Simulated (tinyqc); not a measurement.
Tight binding, kagome lattice, step by step. Computed by tinyqc, a small Python program that keeps every step. Settings: t1 = 1.77, t2 = 1.55, delta = 0, bands filled = 1. Command: `OMP_NUM_THREADS=1 python tinyqc.py 24576 24577 out.jsonl` (the two numbers bound the seeds that draw the settings). One thread of a shared host (Intel(R) Xeon(R) Processor @ 2.60GHz), about 0.01 s of CPU time with the checks.

## Bloch Hamiltonian at k

Parameters chosen for this model:
```
parameter,value,unit
t1,1.770000,"eV, up triangles"
t2,1.550000,"eV, down triangles"
delta,0,eV on site C
```

k point k (fractions of the reciprocal vectors): 0.500000  0.500000

H_AB = -t1 - t2 exp(-i k.a1), H_AC = -t1 - t2 exp(-i k.a2), H_BC = -t1 - t2 exp(i k.(a1 - a2)), H_CC = delta.

H(k) at k (eV):
```
,A,B,C
A,0.000000,-0.220000,-0.220000
B,-0.220000,0.000000,-3.320000
C,-0.220000,-3.320000,0.000000
```

## Levels at k

Diagonalise the Hermitian matrix.

eigenvalues (eV): -3.348905  0.028905  3.320000

weights |c|^2 of the basis functions:
```
,band 1,band 2,band 3
A,0.008557,0.991443,0.000000
B,0.495721,0.004279,0.500000
C,0.495721,0.004279,0.500000
```

## Bloch Hamiltonian at K

k point K (fractions of the reciprocal vectors): 0.333333  0.666667

As before.

H(k) at K (eV):
```
,A,B,C
A,0.000000,-0.995000+1.342339i,-0.995000-1.342339i
B,-0.995000-1.342339i,0.000000,-0.995000+1.342339i
C,-0.995000+1.342339i,-0.995000-1.342339i,0.000000
```

## Levels at K

As before.

eigenvalues (eV): -1.990000  -1.330000  3.320000

weights |c|^2 of the basis functions:
```
,band 1,band 2,band 3
A,0.333333,0.333333,0.333333
B,0.333333,0.333333,0.333333
C,0.333333,0.333333,0.333333
```

## Bands along a path

The same steps at evenly spaced points between the labelled ones.

Bands along the path (eV):
```
k,band 1,band 2,band 3
G,-6.640000,3.320000,3.320000
G-K 0.25,-6.197253,2.877253,3.320000
G-K 0.50,-4.989099,1.669099,3.320000
G-K 0.75,-3.348905,0.028905,3.320000
K,-1.990000,-1.330000,3.320000
K-M 0.25,-2.421321,-0.898679,3.320000
K-M 0.50,-2.916637,-0.403363,3.320000
K-M 0.75,-3.238357,-0.081643,3.320000
M,-3.348905,0.028905,3.320000
M-K' 0.25,-3.238357,-0.081643,3.320000
M-K' 0.50,-2.916637,-0.403363,3.320000
M-K' 0.75,-2.421321,-0.898679,3.320000
K',-1.990000,-1.330000,3.320000
```

With 1 band(s) filled, the highest filled level on these points lies at K and the lowest empty one at K: a gap of 0.6600 eV, direct.
